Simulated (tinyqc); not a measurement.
Nanowire ballistic transistor, top-of-the-barrier model: one step of the calculation.

At the top of the source barrier, states moving towards the drain are filled by the source (Fermi level 0) and states moving back by the drain (Fermi level -q Vd); nothing scatters. U is the shift of the band edge there, set by the capacitances CG, CD and CS (the total) and by the charge. Parabolic one-dimensional subband; the source is grounded.

Task. Current, mean velocity and share of the gate voltage. N0 = gv sqrt(2 m kB T/pi)/hbar, CG = 2 pi eps0 eox/ln(1 + 2 tox/d), CS = CG/aG, n0 = n at U = 0 and Vd = 0. eta1 = -(E0 + U)/Vt, eta2 = eta1 - Vd/Vt, n = (N0/2)[F_(-1/2)(eta1) + F_(-1/2)(eta2)], F_(-1/2)(x) = (1/sqrt(pi)) int_0^infinity u^(-1/2)/(1 + exp(u - x)) du. I = gv (2 q^2/h) Vt [ln(1 + exp eta1) - ln(1 + exp eta2)]. Mean velocity I/(q n). CQ = (q/Vt) dn/d(eta1); the band edge follows the gate as -dU/dVg = aG/(1 + CQ/CS).

Inputs (values chosen for the exercise); mass and valleys close to those of gallium nitride:
```
symbol,value,unit,meaning
T,300,K,temperature
m,0.21,m0,effective mass
gv,1,,valley degeneracy
eox,7.5,,relative permittivity of the gate insulator
tox,1.7,nm,insulator thickness
d,3,nm,wire diameter
aG,0.79,,gate control CG/CS
E0,0.28,eV,band edge at the barrier top above the source Fermi level at zero bias
Vd,0.05,V,drain voltage
```

Constants: q = 1.602176634e-19 C, kB = 1.380649e-23 J/K, hbar = 1.054571817e-34 J s, h = 6.62607015e-34 J s, m0 = 9.1093837015e-31 kg, Vt = kB T/q, eps0 = 8.8541878128e-14 F/cm where lengths are in cm. Results are converted to the units shown.

converged U = -0.24052729 eV

Give: eta1; n; I; mean velocity; CQ; -dU/dVg.

Result.

eta1 = -1.527
n = 2.338e5 cm^-1
I = 0.3318 uA
mean velocity = 8.858e6 cm/s
CQ = 1.285 pF/cm
-dU/dVg = 0.6670 eV/V

The carriers from the source are near degeneracy (eta1 = -1.53), and the mean velocity is 0.754 times vT = sqrt(2 kB T/(pi m)) = 1.17e7 cm/s. The drain fills a good part of the returning states, which lowers the mean.

Program tinyqc, `OMP_NUM_THREADS=1 python tinyqc.py 2400136 2400137 out.jsonl`; Intel Xeon 2.30GHz, shared host, one thread, about 0.05 s.
